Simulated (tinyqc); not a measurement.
# Resistance of a tapered via with liner, size effect and interface: effects of single changes

A round via whose diameter grows from db at the bottom as D(z) = db + 2 z/tan(ang). The fill, of diameter D - 2 tl, starts above the bottom liner (thickness fb tl) and has rho = rho0 (1 + ks lam/(D - 2 tl)); the sidewall liner conducts in parallel with it. The bottom liner and the interface are crossed over the full area pi db^2/4. Spreading in the lines above and below is left out.

Parameters, values chosen for the exercise; fill metal close to tungsten: diameter at the bottom db = 44 nm; height hv = 110 nm; sidewall angle ang = 85 degrees; bulk resistivity of the fill rho0 = 5.22 uohm cm; mean free path of the fill lam = 15.8 nm; size-effect factor ks = 1.3; liner on the sidewall tl = 1.9 nm; liner at the bottom over that on the sidewall fb = 0.7; resistivity of the liner rl = 280 uohm cm; interface resistivity at the bottom ri = 1.9e-12 ohm cm^2; ballistic conductance per area, about 3/(4 rho0 lam) Sb = 9.1e14 S/m^2; bulk resistivity of the second fill (close to ruthenium) rho2 = 7.57 uohm cm; its mean free path lam2 = 6.76 nm; its liner tl2 = 0.6 nm.

Each table varies one quantity; the others keep the values above.

## Via resistance against the diameter at the bottom

Slices between z0 = fb tl and hv, evaluated at their midpoints: conductance per length pi/4 [(D - 2 tl)^2/rho + (D^2 - (D - 2 tl)^2)/rl], slice resistance = slice height over that. 2000 slices. R_fill = sum of the slices; R_bottom = rl fb tl/(pi db^2/4); R_interface = ri/(pi db^2/4); ballistic (Sharvin) limit 1/(Sb pi (db - 2 tl)^2/4); ideal cylinder rho0 hv/(pi db^2/4).

Results:
```
db (nm)	R_fill (ohm)	R_bottom (ohm)	R_interface (ohm)	R (ohm)	ballistic limit (ohm)	R over ideal cylinder	largest part
6	567.7	131.7	6.720	706.1	289.1	3.477	fill
8.3	209.3	68.83	3.512	281.6	69.09	2.654	fill
11	97.19	39.19	1.999	138.4	26.99	2.290	fill
16	38.96	18.52	0.9450	58.42	9.400	2.046	fill
22	18.94	9.797	0.4998	29.24	4.224	1.935	fill
30	9.636	5.268	0.2688	15.17	2.038	1.868	fill
58	2.393	1.409	0.07191	3.874	0.4763	1.783	fill
80	1.227	0.7409	0.03780	2.006	0.2410	1.756	fill
```

Estimate the missing row, db = 42 nm.

Computed row:
```
db (nm)	R_fill (ohm)	R_bottom (ohm)	R_interface (ohm)	R (ohm)	ballistic limit (ohm)	R over ideal cylinder	largest part
42	4.708	2.688	0.1371	7.533	0.9588	1.818	fill
```

With this row back in the table: R falls from 706 to 2.01 ohm. The fill is the largest part at db = 6 and in all other rows. R goes as db^(-2.83) between the first two rows and db^(-2.05) between the last two; area alone gives -2. For db = 6 the ballistic limit exceeds half of R_fill, so the diffusive model understates R.

## Via resistance against the liner on the sidewall

Same model as above.

2000 slices.

The same in every row: R_interface (ohm) = 0.1250.

Results:
```
tl (nm)	R_fill (ohm)	R_bottom (ohm)	R (ohm)	ballistic limit (ohm)	R over ideal cylinder	largest part
0	3.667	0	3.792	0.7227	1.004	fill
0.6	3.842	0.7734	4.740	0.7638	1.255	fill
1.1	3.998	1.418	5.541	0.8008	1.467	fill
1.7	4.198	2.191	6.514	0.8488	1.725	fill
2.3	4.414	2.965	7.504	0.9013	1.987	fill
3.4	4.858	4.383	9.366	1.011	2.480	fill
4	5.129	5.156	10.41	1.080	2.757	bottom liner
```

Estimate the missing row, tl = 2.9 nm.

Computed row:
```
tl (nm)	R_fill (ohm)	R_bottom (ohm)	R (ohm)	ballistic limit (ohm)	R over ideal cylinder	largest part
2.9	4.648	3.738	8.511	0.9588	2.254	fill
```

With this row back in the table: R rises from 3.79 to 10.4 ohm. The fill is the largest part at tl = 0, the bottom liner from 4 on. The share of the two bottom terms goes from 3.30 to 50.7 %.

## Two fill metals against the diameter

2000 slices. R_fill = sum of the slices; R_bottom = rl fb tl/(pi db^2/4); R_interface = ri/(pi db^2/4). The second fill has rho2, lam2 and tl2 in place of rho0, lam and tl.

Two fill metals against the diameter:
```
db (nm)	R, first fill (ohm)	R, second fill (ohm)	ratio second/first
6	706.1	232.2	0.3288
8.5	264.4	118.0	0.4463
12	112.5	61.85	0.5497
17	51.10	32.52	0.6364
24	24.29	17.22	0.7088
35	11.00	8.533	0.7759
49	5.480	4.527	0.8262
70	2.635	2.293	0.8701
100	1.273	1.152	0.9053
```

The ratio goes from 0.329 to 0.905. The second fill gives the lower R in every row.

Numbers from tinyqc (`OMP_NUM_THREADS=1 python tinyqc.py 2750094 2750095 out.jsonl`; about 0.01 s on one thread of a shared Intel Xeon 2.30GHz).
